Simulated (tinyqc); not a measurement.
# From one set of inputs to another, one input at a time

Model: implant damage, amorphisation by cascade overlap, and solid-phase epitaxial regrowth. Computed by tinyqc, a small Python program. Command: `OMP_NUM_THREADS=1 python tinyqc.py 3110624 3110625 out.jsonl sper ladder`. One thread of a shared host (Intel(R) Xeon(R) Processor @ 2.30GHz), about 0.01 s of CPU time with the checks.

Range and width of the damage are inputs. Dynamic annealing enters only through the surviving share f.

The inputs printed are set A. Set A is modelled on antimony ions in silicon; the values taken over come from a set modelled on phosphorus ions in silicon. Inputs not listed in the table keep their values of set A, so the rows need not describe a real material.

Inputs (values chosen for the exercise, modelled on antimony ions in silicon):
```
quantity,value,unit
atomic density N,49.9,1/nm^3
ion Z1,51,-
ion mass M1,121.8,u
target Z2,14,-
target mass M2,28.09,u
ion energy E,92,keV
displacement energy E_d,17,eV
depth of the damage peak R_d,40,nm
width of the damage profile s_d,18,nm
share of defects that survive f,0.72,-
critical displaced share x_c,0.18,-
dose Q,4.2e+14,1/cm^2
regrowth prefactor v0,6e+15,nm/s
regrowth energy E_a,2.68,eV
anneal temperature,670,C
rate relative to (100),0.33,-
peak enhancement by the dopant,4.8,-
```

Constants: a_0 = 0.529177210903 angstrom; e^2/(4 pi eps_0) = 14.39964548 eV angstrom; k_B = 8.617333262e-05 eV/K.

Method:
- Robinson partition: eps = E a M2/(Z1 Z2 (e^2/(4 pi eps_0)) (M1 + M2)), a = 0.8853 a_0/sqrt(Z1^(2/3) + Z2^(2/3)); k = 0.0793 Z1^(2/3) Z2^(1/2) (M1 + M2)^(3/2)/((Z1^(2/3) + Z2^(2/3))^(3/4) M1^(3/2) M2^(1/2)); damage energy T_d = E/(1 + k (eps + 0.40244 eps^(3/4) + 3.4008 eps^(1/6))); displacements nu = 0.8 T_d/(2 E_d).
- Displaced share x(z) = f nu Q exp(-(z - R_d)^2/(2 s_d^2))/(sqrt(2 pi) s_d N); the layer is amorphous where x > x_c, between R_d -/+ s_d sqrt(2 ln(x_max/x_c)), the upper edge being cut at the surface. Threshold dose Q_c = Q x_c/x_max.
- Displaced atoms per area beyond the lower edge z2: f nu Q (1/2) erfc((z2 - R_d)/(sqrt2 s_d)); they are not removed by regrowth.
- v = v0 x orientation factor x exp(-E_a/(k_B T)) x [1 + (enhancement - 1) exp(-(z - R_d)^2/(2 s_d^2))], T = anneal temperature + 273.15 K; the dopant is taken to follow the damage profile; the lower front moves from the lower edge z2 to the surface, or to the middle (z1 + z2)/2 of a buried layer with upper edge z1; time = int dz/v; the equivalent undoped distance is that time times the undoped velocity.

Each row keeps all changes above it:
```
input moved,from,to,lower edge (nm),displaced atoms beyond z2 (1/cm^2),time with enhancement (s)
set A,-,-,80.28,6.253e+15,3.277
displacement energy E_d (eV),17,16,80.77,6.195e+15,3.317
share of defects that survive f,0.72,0.73,80.88,6.182e+15,3.326
ion energy E (keV),92,43,74.69,7.003e+15,1.238
regrowth energy E_a (eV) and regrowth prefactor v0 (nm/s),"2.68, 6e+15","2.71, 5.3e+15",74.69,7.003e+15,2.027
peak enhancement by the dopant,4.8,4.7,74.69,7.003e+15,2.061
depth of the damage peak R_d (nm),40,38,72.69,7.003e+15,2.061
width of the damage profile s_d (nm),18,26,82.87,1.095e+16,4.302
```

Where does the difference come from?

Lower edge goes from 80.3 to 82.9, a factor 1.03 in all. The largest single move comes from width of the damage profile s_d (a factor 1.14), and ion energy E works against it (a factor 0.923). Displaced atoms beyond z2 goes from 6.25e15 to 1.10e16, a factor 1.75 in all. The largest single move comes from width of the damage profile s_d (a factor 1.56). Time with enhancement goes from 3.28 to 4.30, a factor 1.31 in all. The largest single move comes from ion energy E (a factor 0.372), but it runs against the net change; the largest move in the direction of the net change is width of the damage profile s_d (a factor 2.09). The single moves hold for this order of the switches; the total does not depend on the order.

Extremes, crossings and ranges named in words are read from the listed rows.
